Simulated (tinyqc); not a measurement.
Ratio and sensitivities against delay: time-domain thermoreflectance: layered heat flow under a modulated pulse train, and what the signal ratio measures. Computed by tinyqc, a small Python program. Command: `OMP_NUM_THREADS=1 python tinyqc.py 3112470 3112471 out.jsonl tdtr walk`. One thread of a shared host (Intel(R) Xeon(R) Processor @ 2.30GHz), about 0.1 s of CPU time with the checks.

Pulses repeat at 80 MHz; heat is laid down at the surface, all layers are isotropic.

Inputs (values chosen for the exercise, modelled on aluminium on GaAs):
```
quantity                                value        unit
metal thickness d                          94          nm
metal conductivity                        140     W/(m K)
metal heat capacity                      2.42  MJ/(m^3 K)
boundary conductance G under the metal    230  MW/(m^2 K)
substrate conductivity kappa             43.6     W/(m K)
substrate heat capacity C                1.75  MJ/(m^3 K)
modulation frequency f                     10         MHz
spot radius w (1/e^2, pump and probe)      15  micrometre
```

Stack: metal, substrate.

Method:
- For radial wave number k and angular frequency W each layer has u = sqrt(4 pi^2 k^2 + i W C/kappa) and gamma = kappa u. Surface impedance from below: Z = 1/gamma for the substrate; a layer of thickness L maps Z to (Z + tanh(u L)/gamma)/(1 + gamma Z tanh(u L)); a boundary adds 1/G.
- Response per absorbed watt H(W) = 2 pi int_0^(2/w) Z(k, W) exp(-pi^2 k^2 w^2) k dk by 20 Gauss-Legendre points.
- Signal: X + iY = sum_(m = -M..M) H(2 pi (f + m f_r)) exp(i 2 pi m f_r t) exp(-pi (m/M)^2 x 4), f_r = 80 MHz, M = 4000, with H(-W) the complex conjugate of H(W); V_in = X, V_out = Y, ratio = -V_in/V_out.
- Sensitivity S = ln(ratio'/ratio)/ln(1.01) for a rise of one input by 1 %.

Ratio and sensitivities:
```
t (ps)   ratio  S to kappa    S to G    S to d   S to C     S to w
100     5.4221     0.45664   0.03222  -0.83339  0.45198  -0.015841
200     4.8886     0.43659  -0.01921  -0.78454  0.43191  -0.015458
400     4.1242     0.39882  -0.08705  -0.64752  0.39407  -0.014875
800     3.1549     0.33640  -0.15899  -0.45676  0.33141  -0.014201
1500    2.2328     0.25746  -0.20327  -0.26102  0.25192  -0.013828
2500    1.5590     0.18529  -0.20640  -0.11999  0.17880  -0.014155
4000    1.0381     0.12627  -0.18356  -0.03054  0.11808  -0.015752
```

What follows from these numbers?

The largest sensitivity in size at 100 ps is to d (-0.83). kappa and C enter almost alike, through the effusivity. At 400 ps an error of 3 % in d passes on as 5 % in kappa.

Extremes, crossings and ranges named in words are read from the listed rows.
